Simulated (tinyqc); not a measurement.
From results back to parameters: special k points of the bcc lattice. Four cases, with inputs chosen for the exercise.

Problem. E(k) = -sqrt(D^2 + (e0 - t A_1(k))^2) with A_1 = 8 at Gamma and A_1 = 0 at b1/2; t > 0 and D > 0 are hidden.

Case 1.

Values chosen (out of a larger set: the lattice of W; not measured data): e0 = 1.89 eV (offset).
E at Gamma = -3.594565 eV
E at b1/2 = -3.312175 eV

Case 2.

Values chosen: e0 = 1.46 eV (offset).
E at Gamma = -4.290315 eV
E at b1/2 = -3.228932 eV

Case 3.

Values chosen: e0 = 2.19 eV (offset).
E at Gamma = -3.808018 eV
E at b1/2 = -3.041085 eV

Case 4.

Values chosen: e0 = 0.68 eV (offset).
E at Gamma = -2.776833 eV
E at b1/2 = -2.283594 eV

Find: t; D.

Solution. The difference of the squares is 64 t^2 - 16 e0 t; it is positive, so the quadratic has one positive root t; D^2 follows from either energy.

Case 1.

t = 0.530 eV
D = 2.720 eV

Case 2.

t = 0.580 eV
D = 2.880 eV

Case 3.

t = 0.670 eV
D = 2.110 eV

Case 4.

t = 0.300 eV
D = 2.180 eV

Computed by tinyqc, one run a case: `OMP_NUM_THREADS=1 python tinyqc.py N N+1 out.jsonl` with N = 1651888, 1651952, 1652482, 1652532; one thread of a shared Intel(R) Xeon(R) Processor @ 2.30GHz, about 0.2 s a run at most.
